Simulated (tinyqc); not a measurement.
## Disorder broadening of a semi-elliptic band in the self-consistent Born approximation: effect of the disorder strength

The local Green function is G = g0(z - Sigma) with z = E + i eta and g0(z) = (z - sqrt(z - 2t) sqrt(z + 2t))/(2 t^2), principal roots; the self-energy is Sigma = D G. The density of states is -Im G/pi.

Sigma is iterated to self-consistency (retarded branch, Im Sigma < 0); first Born means Sigma = D g0(z) put once into G = g0(z - Sigma); clean means Sigma = 0. Closed form: G = (z - sqrt(z^2 - 4 (t^2 + D)))/(2 (t^2 + D)) with the root that gives Im G < 0; for eta -> 0 a semi-ellipse of half-width 2 sqrt(t^2 + D).

Parameters, values chosen for the exercise:
```
symbol,value,unit,meaning
t,1,eV,hopping
eta,0.03,eV,bare broadening
E,1.618,eV,energy from the band centre
```

The same in every row: DOS, clean (1/eV) = 0.1825.

Results:
```
D (eV^2)	Re Sigma (eV)	Im Sigma (eV)	DOS, self-consistent (1/eV)	DOS, first Born (1/eV)
0.043	0.03255	-0.02510	0.1858	0.1861
0.08	0.05855	-0.04724	0.1880	0.1890
0.28	0.1736	-0.1698	0.1930	0.2013
0.52	0.2723	-0.3132	0.1917	0.2096
0.97	0.3931	-0.5574	0.1829	0.2122
1.8	0.5147	-0.9321	0.1648	0.1903
3.4	0.6203	-1.484	0.1389	0.1176
```

Estimate the missing row, D = 0.15 eV^2.

Computed row:
```
D (eV^2)	Re Sigma (eV)	Im Sigma (eV)	DOS, self-consistent (1/eV)	DOS, first Born (1/eV)
0.15	0.1033	-0.08991	0.1908	0.1939
```

With this row back in the table: |Im Sigma| rises from 0.0251 to 1.48 eV, as D^(1.02) between the first two rows and D^(0.73) between the last two (the golden rule gives power 1, broadening wider than the band power 1/2). First Born is 0.18 % above the self-consistent density of states in the first row and 15 % below it in the last.

Range of the model: The self-consistent Born approximation misses band tails from rare fluctuations and localisation.

Numbers from tinyqc (`OMP_NUM_THREADS=1 python tinyqc.py 2720033 2720034 out.jsonl`; about 0.01 s on one thread of a shared Intel Xeon 2.30GHz).
